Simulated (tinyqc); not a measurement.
Inside a calculation: gated graphene: carriers, quantum capacitance and optical conductivity. Values are carried at full precision from step to step, so a last printed digit may differ when a step is redone from the rounded ones.

Cones E = +/- hv |k|, four flavours, D(E) = 2|E|/(pi hv^2). n = (2/pi)(kT/hv)^2 F_1(mu/kT), p = (2/pi)(kT/hv)^2 F_1(-mu/kT), in 1/angstrom^2 (1e16 for 1/cm^2); F_1(eta) = integral_0^infinity x dx/(1 + exp(x - eta)). Cq/e^2 = d(n - p)/d mu = (2 kT/(pi hv^2)) ln(2 + 2 cosh(mu/kT)).

Gate: V = mu/e + e (n - p)/Cox with Cox/e^2 = k/(4 pi e2 t), t in angstrom, e2 = e^2/(4 pi eps0); 1/(eV angstrom^2) in C/e^2 equals 1602.176634 microfarad/cm^2; total 1/C = 1/Cox + 1/Cq.

Constants: kB = 8.617333262e-05 eV/K; e^2/(4 pi eps0) = 14.39964547 eV angstrom; fine-structure constant alpha = 0.007297352564.

Parameters, chosen for this exercise (Fermi velocity near that of graphene, gate dielectric near hBN; shifted at random, so the results belong to these values and not to a real crystal):
```
symbol  value  unit         meaning
hv      6.24   eV angstrom  hbar vF
T       400    K
k       3.51                dielectric constant of the gate layer
t       10     nm           its thickness
V       1.36   V            gate voltage from the neutrality point
E       0.074  eV           photon energy
Gm      5      meV          intraband damping
```

## Chemical potential at the gate voltage

Solve the gate equation for mu.

Cox = 0.3108 microfarad/cm^2
mu = 0.1571 eV
n = 2.34e+12 1/cm^2
p = 2.03e+09 1/cm^2

mu takes 11.6 % of the gate voltage; the zero-temperature rule |mu| = hv sqrt(pi |n - p|) gives 0.1689 eV.

## Quantum capacitance

1/(eV angstrom^2) in C/e^2 equals 1602.176634 microfarad/cm^2; 1/C = 1/Cox + 1/Cq.

Cq = 4.134 microfarad/cm^2
C = 0.2891 microfarad/cm^2
Cq at mu = 0 = 1.252 microfarad/cm^2

C is 0.930 of Cox.

## Optical conductivity at one energy

Conductivity over sigma0 = e^2/(4 hbar): interband Re = sinh(E/2kT)/(cosh(mu/kT) + cosh(E/2kT)); intraband Re = (8 kT/pi) ln(2 cosh(mu/2kT)) Gm/(E^2 + Gm^2). A free sheet absorbs about pi alpha_f Re(sigma/sigma0), alpha_f the fine-structure constant (alpha among the constants).

Evaluate both parts and the absorption.

interband = 0.0262
intraband = 0.1827
absorption = 0.479 %

E is below 2|mu| = 0.3142 eV; at this temperature interband transitions are mostly Pauli blocked; the universal value is pi alpha_f = 2.293 %.

## Checks

- Cq/e^2 against the finite difference of n - p (1/(eV angstrom^2)): both 0.002580.

Program tinyqc; command `OMP_NUM_THREADS=1 python tinyqc.py 1652185 1652186 out.jsonl`; about 0.01 s on one thread of a shared Intel(R) Xeon(R) Processor @ 2.30GHz.
